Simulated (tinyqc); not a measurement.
Minority-electron transport through the base of a bipolar transistor (Moll-Ross and Kroemer integrals): one step, computed by the program tinyqc.

Low injection, one dimension, x from the emitter edge (0) to the collector edge (W), s = x/W. Recombination is treated as a small correction (valid for tau_B well below tau_n), computed from the stored charge.

Task: Gain and speed. Emitter-limited gain beta_E = G_E/G_B; recombination-limited gain beta_R = tau_n/tau_B; 1/beta = 1/beta_E + 1/beta_R; f_T from the base alone = 1/(2 pi tau_B).

Inputs (values chosen for the exercise, modelled on silicon): electron lifetime tau_n = 12 ns; emitter Gummel number G_E = 3e+14 s/cm^4; temperature T = 300 K.

Base doping profile: Gaussian. Gap grading: linear. Exit of the base: saturation velocity.

base Gummel number G_B = 1.167303e+13 s/cm^4

base transit time tau_B = 21.11211 ps

Give: beta_E; beta_R; current gain beta; f_T from the base alone.

Result:

beta_E = 25.700

beta_R = 568.39

current gain beta = 24.588

f_T from the base alone = 7.5386 GHz

The gain is limited mainly by hole injection into the emitter (96 % of the base current).
